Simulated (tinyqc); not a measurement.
Bias-temperature instability, empirical power law with universal recovery: two steps of the calculation.

Threshold-voltage shift at the end of a stress: dV = A (V/V0)^g exp[-(Ea q/kB)(1/T - 1/T0)] (t/1 s)^n. After a delay tr the permanent share pp stays and the rest falls by r = 1/(1 + B (tr/t)^be). An empirical model: its parameters are fits, not properties.

Values chosen for this exercise: reference stress voltage V0 = 1.9 V; reference temperature T0 = 373 K; shift after 1 s at V0 and T0 A = 19 mV; time exponent n = 0.25; voltage exponent g = 5.2; apparent activation energy of the shift Ea = 0.13 eV; permanent share pp = 0.36; recovery scale B = 4.1; recovery dispersion be = 0.19; use voltage V = 1.02 V; use temperature T = 398 K; failure criterion dc = 30 mV; delay before the measurement tr = 0.001 s.

Constants: q = 1.602176634e-19 C, kB = 1.380649e-23 J/K. Results are converted to the units shown.

Task 1. Shift and lifetime at use conditions. The lifetime solves dV = dc; ten years are 3.15576e8 s.

Find: voltage factor; temperature factor; shift after ten years; lifetime; largest voltage for ten years.

Result 1.

voltage factor = 0.03937
temperature factor = 1.289
shift after ten years = 128.5 mV
lifetime = 0.02966 years
largest voltage for ten years = 0.7710 V

The device fails: the shift at ten years is above dc. In time the voltage exponent is g/n = 20.8 and the activation energy Ea/n = 0.520 eV.

Task 2. What a delayed measurement sees. At V0 and T0, measured shift = dV [pp + (1 - pp) r]; the apparent exponent is the slope of ln(shift) against ln t between the first and last point.

t, point 0 to 2 (s): 1  10  100

Give: dV; share left; measured; apparent n.

Result 2.

```
point  dV (mV)  share left  measured (mV)
0        19.00      0.6643          12.62
1        33.79      0.7337          24.79
2        60.08      0.7983          47.97
```

apparent n = 0.2899

The delay hides 20.2 % of the last shift and raises the exponent from 0.25 to 0.290, since short stresses recover by a larger share.

Computed by the program tinyqc: `OMP_NUM_THREADS=1 python tinyqc.py 2070119 2070120 out.jsonl`, one thread of a shared Intel Xeon 2.30GHz, about 0.01 s for the whole run.
